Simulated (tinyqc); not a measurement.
Mass and degeneracy from charge and saturation current.

Inverse problem. At high drain voltage only states moving towards the drain are filled: I = gv (2 q^2/h) Vt ln(1 + exp eta) and n = (N0/2) F_(-1/2)(eta), N0 = gv sqrt(2 m kB T/pi)/hbar, F_(-1/2)(x) = (1/sqrt(pi)) int_0^infinity u^(-1/2)/(1 + exp(u - x)) du. Find eta and m.

Inputs (values chosen for the exercise):
```
symbol  value  unit            meaning
T         300     K        temperature
gv          2        valley degeneracy
```

Constants: q = 1.602176634e-19 C, kB = 1.380649e-23 J/K, hbar = 1.054571817e-34 J s, h = 6.62607015e-34 J s, m0 = 9.1093837015e-31 kg, Vt = kB T/q. Results are converted to the units shown.

n = 8.3835007e6 cm^-1
I = 22.009845 uA

Answer. In one dimension the current holds no mass, so it gives eta directly; n then gives m.

eta = 5.490
m = 0.4810 m0

Computed by the program tinyqc: `OMP_NUM_THREADS=1 python tinyqc.py 2400144 2400145 out.jsonl`, one thread of a shared Intel Xeon 2.30GHz, about 0.06 s for the whole run.
